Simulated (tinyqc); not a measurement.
KAI against NLS in time: switching kinetics of a ferroelectric film and the memory window of a ferroelectric gate stack. Computed by tinyqc, a small Python program. Command: `OMP_NUM_THREADS=1 python tinyqc.py 3001935 3001936 out.jsonl feswitch walk`. One thread of a shared host (Intel(R) Xeon(R) Processor @ 2.30GHz), about 0.02 s of CPU time with the checks.

Fields in MV/cm; 1 microcoulomb/cm^2 over eps_0 is 11.29409 MV/cm. In the stack (metal, ferroelectric, interlayer, channel) the channel is taken as a conductor.

Inputs (values chosen for the exercise, for a model hafnia-based film): dimension n = 2; half width w of log10 t = 1.

Method. KAI: 1 - exp[-(t/t1)^n]. NLS: the same kernel averaged over the Lorentzian F = (1/pi) w/[(z - log10 t1)^2 + w^2] in z = log10 tau.

Switched share:

| log10(t/t1) | KAI | NLS |
|---|---|---|
| -3.0 | 0.0000 | 0.10751 |
| -2.0 | 0.0001 | 0.15865 |
| -1.0 | 0.0100 | 0.27807 |
| -0.5 | 0.0952 | 0.39078 |
| -0.2 | 0.3284 | 0.47608 |
| 0.0 | 0.6321 | 0.53579 |
| 0.2 | 0.9189 | 0.59369 |
| 0.5 | 1.0000 | 0.67061 |
| 1.0 | 1.0000 | 0.76382 |
| 2.0 | 1.0000 | 0.85842 |
| 3.0 | 1.0000 | 0.90081 |

What follows from these numbers?

KAI goes from 10 to 90 % within 0.67 decades of time; a Lorentzian of this width needs about 2 w tan(0.4 pi) = 6.2 decades. Three decades after t1, 9.9 % of the NLS film has not switched, and three decades before it 10.8 % already has: the tails set write margins and disturb errors.
